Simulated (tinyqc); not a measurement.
Doping density: delta-doped layer in the Thomas-Fermi potential.

All donors ionised in the plane z = 0, zero temperature, energies from the Fermi level EF of the Thomas-Fermi model, which lies at the bulk band edge; c = hbar^2/2m0, q = e^2/(4 pi eps0). gv = 4 equivalent valleys, m_d = sqrt(m3^3/mz) in the plane. With n = (gv/3 pi^2)(m3 (-V)/c)^(3/2) and V'' = -(4 pi q/eps) n for z > 0, the solution is V = -b/(|z| + z0)^4 with sqrt(b) = 20/K, K = (4 pi q/eps)(gv/3 pi^2)(m3/c)^(3/2), and z0^5 = 4b/(e F0), e F0 = 2 pi q N/eps; 1e13/cm^2 = 1e-3/angstrom^2. Exchange and correlation are left out.

Subbands solve -(c/m_z) psi'' + V psi = E psi on 1280 points of spacing z0/80; up to ten levels for each group, kept if bound with an rms width below 2.5 z0.

Constants: hbar^2/2m0 = 3.80998211 eV angstrom^2; e^2/(4 pi eps0) = 14.39964547 eV angstrom.

Parameters, chosen for this exercise (near those of a delta-doped layer in Ge; the results hold for these values, not for the real material):

| symbol | value | unit | meaning |
|---|---|---|---|
| m3 | 0.216 | m0 | density-of-states mass of a valley |
| mz | 0.125 | m0 | mass along z |
| eps | 15.7 |  | dielectric constant |
| Nl | (0.29, 0.58, 1.2, 2, 3.5, 5.8, 9.3) | x 1e13/cm^2 | sheet densities |

The well, the lowest level and the filling anew; at zero temperature n_i = g m_d (mu - E_i)/(2 pi c), with mu fixed by sum n_i = N.

Results:

| N (1e13/cm^2) | z0 (angstrom) | depth (eV) | lowest (eV) | next - lowest (eV) | occupied | share of lowest (%) |
|---|---|---|---|---|---|---|
| 0.29 | 73.7 | 0.0308 | -0.0069 | - | 1 | 100.0 |
| 0.58 | 64.1 | 0.0536 | -0.0136 | - | 1 | 100.0 |
| 1.2 | 55.4 | 0.0958 | -0.0277 | - | 1 | 100.0 |
| 2.0 | 50.1 | 0.1442 | -0.0452 | - | 1 | 100.0 |
| 3.5 | 44.8 | 0.2257 | -0.0769 | - | 1 | 100.0 |
| 5.8 | 40.5 | 0.3380 | -0.1237 | 0.1192 | 2 | 98.7 |
| 9.3 | 36.8 | 0.4932 | -0.1920 | 0.1803 | 2 | 96.0 |

The depth grows as N^(4/5) and z0 shrinks as N^(-1/5): factors 16.0 and 2.00 for 32 times the doping. The lowest level deepens faster, with exponent 0.96, since the zero-point energy takes a smaller share of a deeper well (78 % falling to 61 %). The number of occupied subbands is 1 in the first row and 2 in the last. Up to N = 0.29 the donor spacing exceeds 1.5 Bohr radii (one radius, a0 eps/m with the density-of-states mass, is 38 angstrom), where a uniform sheet is a crude picture of discrete donors (beyond about three radii electrons stay on single donors).

Program tinyqc; command `OMP_NUM_THREADS=1 python tinyqc.py 1282048 1282049 out.jsonl`; about 0.1 s on one thread of a shared Intel(R) Xeon(R) Processor @ 2.30GHz.
